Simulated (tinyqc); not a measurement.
Cyclotron resonance of ellipsoidal valleys, Si type: one step. Cyclotron masses and resonance fields.

Valleys along [100], [010], [001] (each with its opposite partner), mass ml along the axis and mt across it. B lies in the (1-10) plane, b = (sin(theta)/sqrt2, sin(theta)/sqrt2, cos(theta)). For the angle phi between B and the axis, 1/mc^2 = cos^2(phi)/mt^2 + sin^2(phi)/(mt ml). Resonance: h nu = 2 muB B/mc, h = 2 pi hbar.

Constants: hbar = 6.58211957e-16 eV s; muB = 5.788381798e-05 eV/T.

Parameters, chosen for this exercise (out of a larger set: near those of Si; not measured data):
- ml = 0.885 m0 (longitudinal mass)
- mt = 0.19 m0 (transverse mass)
- nu = 24 GHz (microwave frequency)

cos^2(phi): [100] 0.103054, [010] 0.103054, [001] 0.793893

Problem. For each axis, mc and B = h nu mc/(2 muB).

Give: Resonances.

Solution.

Resonances:

| axis | mc (m0) | B (T) |
|---|---|---|
| [100] | 0.3495 | 0.2996 |
| [010] | 0.3495 | 0.2996 |
| [001] | 0.2075 | 0.1779 |

2 distinct masses appear; the limits are mt = 0.19 (B along the axis) and sqrt(ml mt) = 0.4101 (B across it).

Program tinyqc; command `OMP_NUM_THREADS=1 python tinyqc.py 1250379 1250380 out.jsonl`; about 0.01 s on one thread of a shared Intel(R) Xeon(R) Processor @ 2.30GHz.
